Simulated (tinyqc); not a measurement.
What moves the coefficients: Boltzmann transport in a parabolic band with a power-law relaxation time.

F_j(eta) = (1/Gamma(j + 1)) integral_0^infinity x^j dx/(1 + exp(x - eta)), which tends to exp(eta) for eta << 0.

n = N F_1/2(eta) with N = 2 (m kB T/(4 pi c))^(3/2) with c = hbar^2/2m0, in 1/angstrom^3; times 1e24 for 1/cm^3, m = md.

tau = tau0 x^r with x = E/kT. With K_j = Gamma(j + 1) F_j(eta): <tau> = tau0 (r + 3/2) K_(r+1/2)/((3/2) K_(1/2)); mu = <tau>/(mc m0/e), m0/e = 5.685630e-12 kg/C; Hall factor rH = (3/2) K_(1/2) (2r + 3/2) K_(2r+1/2)/((r + 3/2) K_(r+1/2))^2; Seebeck S = -(kB/e) [(r + 5/2) K_(r+3/2)/((r + 3/2) K_(r+1/2)) - eta]; Lorenz number L = (kB/e)^2 [(r + 7/2) K_(r+5/2)/((r + 3/2) K_(r+1/2)) - ((r + 5/2) K_(r+3/2)/((r + 3/2) K_(r+1/2)))^2]; kB/e in V/K. Valley anisotropy is left out of rH.

Constants: hbar^2/2m0 = 3.80998211 eV angstrom^2; kB = 8.617333262e-05 eV/K.

Parameters, chosen for this exercise (masses near those of SiC; tau0 is set for a mobility of the usual size at this n, kL is a free input; freeze-out and phonon drag, which matter near 77 K, are left out; the results hold for these values, not for the real material): md = 0.8 m0 (density-of-states mass); mc = 0.382 m0 (conductivity mass); tau0 = 14 fs (tau at E = kT); r = -0.5 (exponent of tau); T = 300 K; kL = 1.6 W/(m K) (lattice thermal conductivity); n = 4.5e+19 1/cm^3 (electron density).

sigma = e n mu with e = 1.602176634e-19 C; ZT = S^2 sigma T/(kL + L sigma T).

One parameter was then changed.

Results before and after:
```
case,mu (cm^2/(V s)),sigma (S/cm),S (microvolt/K),ZT
base,37.39,269.6,-119.8,0.0664
changed,32.05,462.1,-80.5,0.0478
```

Which of these changes was made? (a) tau0 = 21 fs; (b) mc = 0.4966 m0; (c) md = 1.04 m0; (d) kL = 0.8 W/(m K); (e) T = 350 K; (f) n = 9e+19 1/cm^3.

Answer: (f) n = 9e+19 1/cm^3. Of the candidates, run in turn, only this one gives the changed row.

All candidates:
```
case,mu (cm^2/(V s)),sigma (S/cm),S (microvolt/K),ZT
base,37.39,269.6,-119.8,0.0664
md = 1.04 m0,39.99,288.3,-146.0,0.105
mc = 0.4966 m0,28.76,207.3,-119.8,0.0521
n = 9e+19 1/cm^3,32.05,462.1,-80.5,0.0478
tau0 = 21 fs,56.08,404.3,-119.8,0.0956
kL = 0.8 W/(m K),37.39,269.6,-119.8,0.123
T = 350 K,38.97,280.9,-134.9,0.101
```

The row for T keeps tau0 fixed; for phonon scattering tau0 itself falls as T rises.

Computed by tinyqc, a small Python program: `OMP_NUM_THREADS=1 python tinyqc.py 1681112 1681113 out.jsonl` (the numbers bound the seed that draws the inputs); one thread of a shared host (Intel(R) Xeon(R) Processor @ 2.30GHz), about 0.01 s for the whole set of steps.
